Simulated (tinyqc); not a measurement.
## Memristor with linear dopant drift, Biolek window: one period

A film of thickness D has a doped share x: R = Ron x + Roff (1 - x), i = v/R, dx/dt = k i F with k = mv Ron/D^2 and F = 1 - x^(2 p) for i >= 0 and 1 - (x - 1)^(2 p) for i < 0. The drive is v = V0 sin(2 pi f t). The model has no threshold and no heating.

Step h = 1/(12 f), from t = j h. With g(t, x) = dx/dt: k1 = g(t, x), k2 = g(t + h/2, x + h k1/2), k3 = g(t + h/2, x + h k2/2), k4 = g(t + h, x + h k3), x(new) = x + h (k1 + 2 k2 + 2 k3 + k4)/6.

The 12 Runge-Kutta steps against a converged integration; i uses the converged x.

Inputs (values chosen for the exercise):

| symbol | value | unit | meaning |
|---|---|---|---|
| Ron | 200 | ohm | resistance of the fully doped film |
| Roff | 16000 | ohm | resistance of the undoped film |
| D | 10 | nm | film thickness |
| mv | 8.2e-15 | m^2/(V s) | dopant mobility |
| x0 | 0.21 |  | doped share at t = 0 |
| V0 | 1.3 | V | amplitude |
| p | 2 |  | window exponent |
| f | 3.5 | Hz | frequency |

One period:
```
j    v (V)  x, coarse steps  x, converged  i (uA)
0    0.000           0.2100        0.2100     0.0
1    0.650           0.2203        0.2203    51.9
2    1.126           0.2491        0.2491    93.3
3    1.300           0.2901        0.2901   113.9
4    1.126           0.3335        0.3335   104.9
5    0.650           0.3669        0.3669    63.7
6    0.000           0.3795        0.3795     0.0
7   -0.650           0.3686        0.3686   -63.9
8   -1.126           0.3404        0.3404  -106.0
9   -1.300           0.3053        0.3053  -116.3
10  -1.126           0.2737        0.2737   -96.4
11  -0.650           0.2526        0.2526   -54.1
12   0.000           0.2453        0.2453     0.0
```

The current vanishes with the voltage (pinched loop). At the same voltage, j = 2 and 4, it is 93.3 uA on the way up and 105 uA on the way down. x peaks at 0.3795 at half period and ends at 0.2453, not at its starting value: this window differs for the two directions of the current. The coarse steps miss by at most 5.3e-6.

Computed by the program tinyqc: `OMP_NUM_THREADS=1 python tinyqc.py 2880022 2880023 out.jsonl`, one thread of a shared Intel Xeon 2.30GHz, about 0.1 s for the whole run.
